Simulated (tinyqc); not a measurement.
# Threshold-voltage variability of a planar MOSFET, analytic estimates: two studies

Three independent sources add in quadrature: random dopants in the depleted layer, metal-gate grains of two orientations, and roughness of the two gate edges acting through the roll-off VT = VT(long) - Vr exp(-L/l). These are first-order estimates: no three-dimensional electrostatics, no percolation.

Parameters, values chosen for the exercise; material values close to those of silicon:
- T = 250 K (temperature)
- Eg = 1.11 eV (band gap)
- eps_r = 11.5 (relative permittivity of the semiconductor)
- Nc = 2.11e19 cm^-3 (conduction-band density of states at T)
- Nv = 2.02e19 cm^-3 (valence-band density of states at T)
- Na = 5.1e17 cm^-3 (channel doping)
- ti = 1.2 nm (oxide-equivalent thickness in inversion)
- L = 20 nm (gate length)
- W = 87 nm (gate width)
- G = 5 nm (metal grain size)
- dW = 0.2 eV (work-function difference of the two grain orientations)
- p = 0.6 (share of the orientation of higher work function)
- De = 1.8 nm (rms roughness of one gate edge)
- La = 10 nm (correlation length of the roughness)
- l = 4.2 nm (decay length of the threshold roll-off)
- Vr = 1.6 V (prefactor of the roll-off)

Constants: q = 1.602176634e-19 C, kB = 1.380649e-23 J/K, Vt = kB T/q, eps0 = 8.8541878128e-14 F/cm where lengths are in cm. Results are converted to the units shown.

Each table varies one quantity; the others keep the values above.

## Effect of the oxide-equivalent thickness in inversion

ni = sqrt(Nc Nv) exp(-Eg/(2 Vt)), Eg in volts; Cox = 3.9 eps0/ti; Wd = sqrt(4 eps0 eps_r Vt ln(Na/ni)/(q Na)); dopants: s1 = (q/Cox) sqrt(Na Wd/(3 L W)). Grains: Ng = L W/G^2 (at least 1), s2 = dW sqrt(p (1 - p)/Ng). Edges, with exponential correlation and u = W/La: the mean gate length has sL^2 = 2 De^2 (2/u)[1 - (1 - exp(-u))/u]; s3 = sL (Vr/l) exp(-L/l). s = sqrt(s1^2 + s2^2 + s3^2). l and Vr are held fixed.

The same in every row: s2 (mV) = 11.744; s3 (mV) = 3.7397.

Results:
```
ti (nm)  s1 (mV)  s (mV)  s sqrt(L W) (mV um)
0.8       8.0943  14.746              0.61509
1.2       12.141  17.301              0.72169
2         20.236  23.694              0.98835
2.4       24.283  27.232               1.1359
2.8       28.330  30.895               1.2887
3.2       32.377  34.644               1.4451
```

Estimate the missing row, ti = 1.6 nm.

Computed row:
```
ti (nm)  s1 (mV)  s (mV)  s sqrt(L W) (mV um)
1.6       16.189  20.347              0.84873
```

With this row back in the table: As ti goes from 0.8 to 3.2 nm, s rises from 14.7 to 34.6 mV. The largest source is the grains in the first row and the dopants in the last. s1 goes on average as ti^(1.00). In every row the depletion depth exceeds L, so source and drain share much of the charge and s1 is rough.

## Scaling length and width together

Same model as above.

l and Vr are held fixed. W = 4.35 L in every row; l is held fixed.

Scaling length and width together:
```
L (nm)  s1 (mV)  s2 (mV)   s3 (mV)  s (mV)  s sqrt(L W) (mV um)
13        18.68    18.07     23.69   35.17               0.9535
16        15.18    14.68     10.66   23.65               0.7893
20        12.14    11.74     3.740   17.30               0.7217
24        10.12    9.787     1.331   14.14               0.7078
29        8.373    8.100    0.3716   11.66               0.7050
36        6.745    6.525   0.06352   9.385               0.7046
44        5.519    5.338  0.008606   7.678               0.7046
```

As L goes from 13 to 44 nm, s falls from 35.2 to 7.68 mV. The largest source is the edges in the first row and the dopants in the last. The product s sqrt(L W) falls from 0.954 to 0.705 mV um: s1 and s2 go as 1/sqrt(L W), so the change comes from s3 alone. In every row the depletion depth exceeds L, so source and drain share much of the charge and s1 is rough.

Program tinyqc, `OMP_NUM_THREADS=1 python tinyqc.py 2090012 2090013 out.jsonl`; Intel Xeon 2.30GHz, shared host, one thread, about 0.01 s.
